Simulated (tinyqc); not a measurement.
Read current of a NAND string, cells in series solved by shooting: one step of the calculation.

Cells in series, numbered from 0 at the source line (0 V) to the bit line, each followed by a gap resistance Rg. A cell with gate Vg, threshold VT, source Vs and drain Vd passes I = 2 nf K Vt^2 [F(Vs) - F(Vd)]/(1 + th max(Vg - VT, 0)), F(V) = ln^2(1 + exp((Vg - VT - nf V)/(2 nf Vt))). The selected cell has Vg = Vr, the others Vg = Vp.

Question. Node voltages for a trial current. For a trial current I start at 0 V and, cell by cell (the selected one is cell 1), solve for the drain: sqrt(F(Vd)) = sqrt(F(Vs) - I/k), k = 2 nf K Vt^2/(1 + th max(Vg - VT, 0)), Vd = [Vg - VT - 2 nf Vt ln(exp(sqrt F) - 1)]/nf, then add I Rg.

Parameters, values chosen for the exercise; values of the order met in vertical NAND strings: temperature T = 300 K; gain factor of a cell K = 15 uA/V^2; slope factor nf = 2.4; mobility reduction factor th = 0.05 1/V; resistance of the gap between cells Rg = 1.1 kohm; bit-line voltage Vbl = 0.7 V; pass voltage Vp = 7.5 V; read voltage on the selected word line Vr = 2.88 V.

Constants: q = 1.602176634e-19 C, kB = 1.380649e-23 J/K, Vt = kB T/q. Results are converted to the units shown.

first trial current = 2.7 uA
thresholds from the source end, cell 0 to 4 (V): 4.3  1.5  4.3  -1.3  -1.3

Wanted: node voltage after each cell and gap, trial 1.

Answer.

node voltage after each cell and gap, trial 1, cell 0 to 4 (V): 0.069900  0.27024  0.35847  0.39425  0.43039

tinyqc, about 1 s, one thread, Intel Xeon 2.30GHz (shared host): `OMP_NUM_THREADS=1 python tinyqc.py 2142202 2142203 out.jsonl`
